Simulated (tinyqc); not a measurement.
On-chip interconnect, size-dependent resistivity and RC delay: two steps of the calculation.

A rectangular line between two neighbours and two ground planes. Surface and grain-boundary scattering are added to the bulk resistivity as corrections; capacitances are parallel-plate values without fringing; inductance is ignored.

Parameters, values chosen for the exercise; metal values close to those of cobalt:
```
symbol,value,unit,meaning
rho0,6.2,uohm cm,bulk resistivity
lam,11.9,nm,bulk mean free path
ps,0.2,,specular share of surface scattering
Rg,0.18,,reflection coefficient of grain boundaries
gr,1,,grain size over the metal width
wd,28,nm,drawn line width
AR,1.9,,"aspect ratio, height over width"
tl,0.4,nm,"liner on both walls and the bottom, not conducting"
sp,42,nm,space to the neighbouring lines
hd,39,nm,dielectric height to the planes above and below
ek,3,,relative permittivity of the dielectric
Mf,0,,Miller factor of the neighbours
Rd,18000,ohm,driver resistance
dt,19,ps,time step
```

Constants: eps0 = 8.8541878128e-12 F/m. Results are converted to the units shown.

Problem 1. Resistivity, resistance and capacitance per length. Metal width x = wd - 2 tl, height y = AR wd - tl; grain boundaries (Mayadas-Shatzkes): al = (lam/(gr x)) Rg/(1 - Rg), g = 1/[1 - 3 al/2 + 3 al^2 - 3 al^3 ln(1 + 1/al)] - 1; surfaces (Fuchs-Sondheimer, thick limit): s = (3/8) lam (1 - ps)(1/x + 1/y); rho = rho0 (1 + g + s); r = rho/(x y); c = eps0 ek (2 wd/hd + 2 Mf AR wd/sp).

Give: x; y; al; g; s; rho; r; c.

Solution 1.

x = 27.200 nm
y = 52.800 nm
al = 0.096037
g = 0.14006
s = 0.19886
rho = 8.3013 uohm cm
r = 57.802 ohm/um
c = 0.038141 fF/um

Problem 2. Node voltages after a time step. A 1 V step is applied behind Rd at t = 0. C dv/dt = -G v + b, with G the conductance matrix of the ladder (1/Rs between neighbours, 1/Rd added at node 0) and b = (1 V/Rd, 0, ...). Backward Euler step: (C/dt + G) v(new) = (C/dt) v + b.

Rs = 825.74812 ohm

```
node	C (fF)	v at t = 1 dt (V)
0	0.27243655	0.24623896
1	0.54487310	0.21457578
2	0.54487310	0.18799383
3	0.54487310	0.16586366
4	0.54487310	0.14766121
5	0.54487310	0.13295544
6	0.54487310	0.12139811
7	1.7724365	0.11271553
```

Find: v at t = 2 dt.

Solution 2.

v at t = 2 dt, node 0 to 7 (V): 0.3674  0.3398  0.3152  0.2936  0.2750  0.2595  0.2469  0.2373

Program tinyqc, `OMP_NUM_THREADS=1 python tinyqc.py 2100014 2100015 out.jsonl`; Intel Xeon 2.30GHz, shared host, one thread, about 0.01 s.
